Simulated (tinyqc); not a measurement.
# Trap density and scattering coefficient from 1/f noise

Question. f S = K0 (1 + ac mu Cox I/gm)^2 with K0 = q^2 Vt lt Nt/(W L Cox^2), Vt in eV and Nt per eV. Find K0, Nt and ac.

Parameters, values chosen for the exercise:
- T = 250 K (temperature)
- L = 350 nm (gate length)
- W = 20 um (total gate width)
- Cox = 0.85 uF/cm^2 (gate capacitance)
- mu = 120 cm^2/(V s) (mobility)
- lt = 0.1 nm (tunnelling length into the oxide)

Constants: q = 1.602176634e-19 C, kB = 1.380649e-23 J/K, Vt = kB T/q. Results are converted to the units shown.

I/gm at two biases (V): 0.0322920074  0.152835958
f S at these biases (V^2): 6.06665808e-12  7.59689566e-12

Solution. sqrt(f S) is linear in I/gm: the intercept is sqrt(K0), and slope over intercept is ac mu Cox.

K0 = 5.686e-12 V^2
Nt = 5.200e16 cm^-3 eV^-1
ac = 1.000e4 V s/C

tinyqc, about 0.01 s, one thread, Intel Xeon 2.30GHz (shared host): `OMP_NUM_THREADS=1 python tinyqc.py 2150118 2150119 out.jsonl`
